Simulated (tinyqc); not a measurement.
A log to judge: minimum-mode following (dimer method) and harmonic rate on a two-dimensional model surface. Computed by tinyqc. Command: `OMP_NUM_THREADS=1 python tinyqc.py 3013031 3013032 out.jsonl dimer walk`. One thread of a shared host (Intel(R) Xeon(R) Processor @ 2.30GHz), about 0.05 s of CPU time with the checks.

V(x, y) = h u^2 + t x + (kappa/2)(y + c u)^2 with u = x^2/w^2 - 1; the path runs from the minimum near (-w, 0) to that near (w, 0).

Inputs (values chosen for the exercise, for a model surface): height h = 0.99 eV; half width w = 0.81 angstrom; transverse stiffness kappa = 2.8 eV/angstrom^2; curvature c = 0.74 angstrom; tilt t = 0.12 eV/angstrom; start as a fraction of the way from minimum to saddle = 0.73; offset of the start in y = 0.059 angstrom; first angle of the dimer = 35 degrees; half length delta = 0.01 angstrom; step factor eta = 0.02 angstrom^2/eV.

Surface: curved double well.

Method:
- Newton steps x(new) = x - H^-1 grad V (moves limited to 0.3 angstrom) from (-w, 0), (w, 0) and (0, c) give the two minima and the saddle.
- Dimer at R with unit axis N = (cos phi, sin phi) and normal T = (-sin phi, cos phi). Gradients g at R +/- delta N and at R +/- delta T give H N and H T by central differences, (g+ - g-)/(2 delta). With C_N = N.H N, C_T = T.H T and b = T.H N, rotate by theta = (1/2) atan2(-2b, C_T - C_N), the angle of least curvature C = (C_N + C_T)/2 - sqrt((C_N - C_T)^2/4 + b^2).
- Translate along F = -g + 2 (g.N) N if C < 0, else along F = (g.N) N, with the new axis: R(new) = R + eta F, the move limited to 0.2 angstrom.
- R0 = start minimum + fraction x (saddle - minimum) + (0, offset). Stop when |g| is below 1e-5 eV/angstrom, after 150 steps at most.

Course of the dimer:
```
step  x (angstrom)  y (angstrom)  E above the start (eV)  C (eV/angstrom^2)  |g| (eV/angstrom)
1        -0.206814      0.594028                 0.95147           -5.07864        1.44077e+00
2        -0.181803      0.608338                 0.98121           -5.40777        1.29760e+00
3        -0.158821      0.620393                 1.00571           -5.67307        1.16157e+00
4        -0.137976      0.630649                 1.02543           -5.87998        1.03487e+00
5        -0.119251      0.639469                 1.04102           -6.03683        9.18780e-01
6        -0.102552      0.647137                 1.05318           -6.15243        8.13761e-01
7        -0.087738      0.653876                 1.06256           -6.23504        7.19699e-01
8        -0.074645      0.659858                 1.06973           -6.29182        6.36086e-01
9        -0.063107      0.665216                 1.07515           -6.32877        5.62178e-01
...            ...           ...                     ...                ...                ...
142       0.019893      0.739520                 1.08898           -6.01947        9.31375e-05
143       0.019893      0.739522                 1.08898           -6.01946        8.79184e-05
144       0.019893      0.739524                 1.08898           -6.01945        8.29918e-05
145       0.019893      0.739526                 1.08898           -6.01944        7.83413e-05
146       0.019893      0.739527                 1.08898           -6.01943        7.39514e-05
147       0.019893      0.739529                 1.08898           -6.01942        6.98075e-05
148       0.019893      0.739530                 1.08898           -6.01941        6.58958e-05
149       0.019894      0.739531                 1.08898           -6.01940        6.22032e-05
150       0.019894      0.739533                 1.08898           -6.01940        5.87176e-05
```

Can the last value be used, and what does the course show?

No. Not converged within 150 steps: the residual falls at every step, but slowly, by a factor of about 0.944 a step. Reruns converge with step factor eta = 0.04. Reruns still fail with step factor eta = 0.01; and with step factor eta = 0.0033; and with half length delta = 0.001.
